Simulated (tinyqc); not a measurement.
Junction parameters from two forward currents.

Inverse problem. D(v) = J1 (exp(v/Vt) - 1) + J2 (exp(v/(2 Vt)) - 1). Find J1, J2 and the voltage 2 Vt ln(J2/J1) near which both parts are equal.

Parameters, values chosen for the exercise:

| symbol | value | unit | meaning |
|---|---|---|---|
| T | 300 | K | temperature |

Constants: q = 1.602176634e-19 C, kB = 1.380649e-23 J/K, Vt = kB T/q. Results are converted to the units shown.

junction voltages (V): [0.32, 0.66]
currents (uA/um): [2.3121907e-6, 0.015099464]

Answer. The current is linear in J1 and J2, so two points give two equations.

J1 = 1.10e-13 uA/um
J2 = 4.70e-9 uA/um
crossover = 0.551 V

tinyqc, about 0.2 s, one thread, Intel Xeon 2.30GHz (shared host): `OMP_NUM_THREADS=1 python tinyqc.py 2182034 2182035 out.jsonl`
